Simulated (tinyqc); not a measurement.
Read current of a NAND string, cells in series solved by shooting: one step of the calculation.

Cells in series, numbered from 0 at the source line (0 V) to the bit line, each followed by a gap resistance Rg. A cell with gate Vg, threshold VT, source Vs and drain Vd passes I = 2 nf K Vt^2 [F(Vs) - F(Vd)]/(1 + th max(Vg - VT, 0)), F(V) = ln^2(1 + exp((Vg - VT - nf V)/(2 nf Vt))). The selected cell has Vg = Vr, the others Vg = Vp.

Problem. Node voltages for a trial current. For a trial current I start at 0 V and, cell by cell (the selected one is cell 3), solve for the drain: sqrt(F(Vd)) = sqrt(F(Vs) - I/k), k = 2 nf K Vt^2/(1 + th max(Vg - VT, 0)), Vd = [Vg - VT - 2 nf Vt ln(exp(sqrt F) - 1)]/nf, then add I Rg.

Inputs (values chosen for the exercise); values of the order met in vertical NAND strings:
```
symbol,value,unit,meaning
T,358,K,temperature
K,26,uA/V^2,gain factor of a cell
nf,1.2,,slope factor
th,0.14,1/V,mobility reduction factor
Rg,4.8,kohm,resistance of the gap between cells
Vbl,0.7,V,bit-line voltage
Vp,7.1,V,pass voltage
Vr,1.85,V,read voltage on the selected word line
```

Constants: q = 1.602176634e-19 C, kB = 1.380649e-23 J/K, Vt = kB T/q. Results are converted to the units shown.

second trial current = 3.9 uA

| cell | thresholds from the source end (V) |
|---|---|
| 0 | -2 |
| 1 | 3.6 |
| 2 | -2 |
| 3 | 0.8 |
| 4 | 3.6 |
| 5 | -2 |

Find: node voltage after each cell and gap, trial 2.

Solution.

| cell | node voltage after each cell and gap, trial 2 (V) |
|---|---|
| 0 | 0.056297 |
| 1 | 0.14089 |
| 2 | 0.19790 |
| 3 | 0.47941 |
| 4 | 0.57578 |
| 5 | 0.63519 |

tinyqc, about 0.9 s, one thread, Intel Xeon 2.30GHz (shared host): `OMP_NUM_THREADS=1 python tinyqc.py 2142270 2142271 out.jsonl`
